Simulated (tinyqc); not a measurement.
# Undoped symmetric double-gate MOSFET, analytic potential model: effects of single changes

An undoped body of thickness ts between two equal insulators and tied gates; long channel, electrons only, n = ni exp((psi - V)/Vt) with V the quasi-Fermi potential (0 at the source, Vd at the drain), constant mobility, no quantisation. Across the body psi(x) = V - 2 Vt ln[(ts/(2 beta)) sqrt(q ni/(2 eps0 eps_r Vt)) cos(2 beta x/ts)], x from the centre. Q is the electron charge per area of the whole body.

Values chosen for this exercise; material values close to those of silicon: temperature T = 300 K; band gap Eg = 1.11 eV; relative permittivity of the semiconductor eps_r = 11.6; conduction-band density of states at T Nc = 2.8e19 cm^-3; valence-band density of states at T Nv = 2.61e19 cm^-3; relative permittivity of the gate insulator eox = 22.8; insulator thickness tox = 10 nm; body thickness ts = 8 nm; gate work function less that of the intrinsic body dphi = -0.1 V; channel mobility mu = 190 cm^2/(V s); gate length L = 2 um; drain voltage Vd = 0.05 V.

Constants: q = 1.602176634e-19 C, kB = 1.380649e-23 J/K, Vt = kB T/q, eps0 = 8.8541878128e-14 F/cm where lengths are in cm. Results are converted to the units shown.

Each table varies one quantity; the others keep the values above.

## Transfer curve and volume inversion

ni = sqrt(Nc Nv) exp(-Eg/(2 Vt)), Eg in volts; r = eps_r tox/(eox ts); V0 = dphi + 2 Vt ln[(2/ts) sqrt(2 eps0 eps_r Vt/(q ni))]. beta (between 0 and pi/2) solves (Vg - V0 - V)/(2 Vt) = ln(beta) - ln(cos beta) + 2 r beta tan(beta). Q = 8 eps0 eps_r Vt beta tan(beta)/ts; I = mu (1/L)(4 eps0 eps_r/ts)(2 Vt)^2 [g(beta_s) - g(beta_d)] per width, g = beta tan(beta) - beta^2/2 + r beta^2 tan^2(beta), with beta_s at V = 0 and beta_d at V = Vd. The drop is psi(surface) - psi(centre) at the source end; C = dQs/dVg, Cg = 2 eps0 eox/tox; gm = dI/dVg.

Results:
```
Vg (V)	Qs (nC/cm^2)	drop (mV)	C/Cg	I (uA/um)	gm/I (1/V)
0.09	0.002558	2.491e-4	2.451e-5	5.375e-6	38.68
0.24	0.8384	0.08159	0.007952	0.001769	38.46
0.39	92.75	8.529	0.4248	0.2706	22.49
0.54	463.5	34.80	0.7310	1.860	7.241
0.69	940.9	57.45	0.8315	4.074	3.858
0.84	1461	74.76	0.8802	6.518	2.571
1.14	2559	99.42	0.9259	11.71	1.512
1.29	3123	108.7	0.9382	14.39	1.248
```

Estimate the missing row, Vg = 0.99 V.

Computed row:
```
Vg (V)	Qs (nC/cm^2)	drop (mV)	C/Cg	I (uA/um)	gm/I (1/V)
0.99	2003	88.36	0.9081	9.080	1.910
```

With this row back in the table: The current rises from 5.37e-6 to 14.4 uA/um. In the first row gm/I is 38.7 1/V, within 0.01 % of 1/Vt: with no depletion charge the whole body follows the gate, and the swing is ideal. The drop between surface and centre goes from 2.5e-4 to 109 mV and passes Vt at Vg = 0.54 V among the rows; below that the density varies across the body by less than a factor of e (volume inversion). C reaches 0.94 of Cg in the last row. For Vg = 0.54 to 1.29 V the surface density at the source passes 0.3 Nc, where Boltzmann statistics fail.

## Effect of the body thickness

Q = 8 eps0 eps_r Vt beta tan(beta)/ts; I = mu (1/L)(4 eps0 eps_r/ts)(2 Vt)^2 [g(beta_s) - g(beta_d)] per width, g = beta tan(beta) - beta^2/2 + r beta^2 tan^2(beta), with beta_s at V = 0 and beta_d at V = Vd.  I(low) is taken at Vg = 0.14 V, Qs and I(high) at Vg = 0.89 V.

Effect of the body thickness:
```
ts (nm)	V0 (V)	I(low) (nA/um)	Qs(high) (nC/cm^2)	I(high) (uA/um)
2.7	0.4448	0.01255	1621	7.269
3.7	0.4285	0.01720	1629	7.309
5.2	0.4109	0.02417	1635	7.339
7.3	0.3933	0.03393	1639	7.358
10	0.3771	0.04647	1641	7.369
14	0.3597	0.06505	1642	7.376
20	0.3412	0.09292	1643	7.380
```

As ts goes from 2.7 to 20 nm, I(low) rises from 0.0125 to 0.0929 nA/um and I(high) rises from 7.27 to 7.38 uA/um. On average I(low) goes as ts^(1.00) and I(high) goes as ts^(0.01). Below threshold the charge is proportional to the cross-section of the body; above it the insulator sets the charge. In every row the surface density at the source at the higher gate voltage passes 0.3 Nc, where Boltzmann statistics fail. For ts = 2.7 to 5.2 nm the body is thin enough for quantum confinement, left out here, to raise the threshold.

tinyqc, about 0.02 s, one thread, Intel Xeon 2.30GHz (shared host): `OMP_NUM_THREADS=1 python tinyqc.py 2440099 2440100 out.jsonl`
